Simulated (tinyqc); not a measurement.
The same layer on three faces: model-solid line-up of a strained alloy layer on a substrate.

All values of the alloy are linear in x but the gap, Eg(x) = (1 - x) Eg_A + x Eg_B - C x (1 - x), and the valence edge, Ev(x) = (1 - x) Ev_A + x Ev_B + fv C x (1 - x); Ec = Ev + Eg. Ev is the top of the unstrained valence band on a scale common to all materials. In the layer only the Gamma valley of the conduction band is followed, also where an X or L valley would lie lower.

Coherent growth: e_par = (a_s - a)/a. (001): e_perp = -2 (C12/C11) e_par; exx = eyy = e_par, ezz = e_perp, no shear. (111): e_perp = -(2 C11 + 4 C12 - 4 C44)/(C11 + 2 C12 + 4 C44) e_par; exx = eyy = ezz = (2 e_par + e_perp)/3 and exy = eyz = ezx = (e_perp - e_par)/3. (110): e_perp = -(C11 + 3 C12 - 2 C44)/(C11 + C12 + 2 C44) e_par; exx = eyy = (e_par + e_perp)/2, ezz = e_par, exy = (e_perp - e_par)/2, eyz = ezx = 0.

Strained edges: Ec + ac tr(e); the valence edges are Ev plus the levels of the 6 x 6 matrix of X, Y, Z times spin with -Dso/3 + l exx + m (eyy + ezz) on the diagonal (cyclic), n exy off it, l = av + 2 b, m = av - b, n = sqrt(3) d. Spin-orbit term (Dso/3) L.sigma on X, Y, Z with (L_k)_ij = -i epsilon_kij: <X+|H|Y+> = -i Dso/3, <X+|H|Z-> = Dso/3, <Y+|H|Z-> = -i Dso/3, <Z+|H|X-> = -Dso/3, <Z+|H|Y-> = i Dso/3, <X-|H|Y-> = i Dso/3, and their conjugates; + and - are the spin along z.

Inputs chosen for the exercise (A near InSb, B near InAs, substrate near GaSb; the results hold for these values, not for the real material):

| symbol | value | unit | meaning |
|---|---|---|---|
| a | (6.48, 6.054) | angstrom | lattice constant of A, B |
| Eg | (0.237, 0.412) | eV | gap at Gamma to the s-like level of A, B |
| Dso | (0.818, 0.388) | eV | spin-orbit splitting of A, B |
| Ev | (0, -0.59) | eV | top of the unstrained valence band of A, B |
| ac | (-6.86, -5.1) | eV | conduction deformation potential of A, B |
| av | (0.36, 0.99) | eV | valence hydrostatic potential of A, B |
| b | (-2.02, -1.81) | eV | tetragonal shear potential of A, B |
| d | (-4.68, -3.6) | eV | trigonal shear potential of A, B |
| C11 | (68.6, 84.2) | GPa | of A, B |
| C12 | (37.1, 44.8) | GPa | of A, B |
| C44 | (31, 40.1) | GPa | of A, B |
| C | 0.773 | eV | bowing of the gap |
| fv | 0.6 |  | share of the bowing taken by the valence edge |
| a_s | 6.105 | angstrom | substrate |
| x | 0.71 |  | fraction of B |

Composition and substrate are kept.

Cases:

| face |
|---|
| (001) |
| (111) |
| (110) |

Rank the cases by gap (eV), lowest first.

Answer: (001), (110), (111).

Results:

| face | e_perp (%) | tr(e) (%) | shift of Ec (meV) | shift of Ev (meV) | valence splitting (meV) | gap (eV) |
|---|---|---|---|---|---|---|
| (001) | 1.255 | -1.094 | 61.4 | 36.6 | 82.2 | 0.2268 |
| (111) | 0.671 | -1.678 | 94.1 | 28.1 | 76.1 | 0.2681 |
| (110) | 0.789 | -1.560 | 87.5 | 30.1 | 77.8 | 0.2595 |

The layer yields most along the normal on (001) and least on (111), so the volume change, and with it the shift of Ec, is largest on (111). The valence splitting, set by b on (001), by d on (111) and by both on (110), is largest on (001). The gaps span 41 meV, from (001) to (111).

tinyqc: `OMP_NUM_THREADS=1 python tinyqc.py 1051413 1051414 out.jsonl`; about 0.02 s, one thread, shared Intel(R) Xeon(R) Processor @ 2.30GHz.
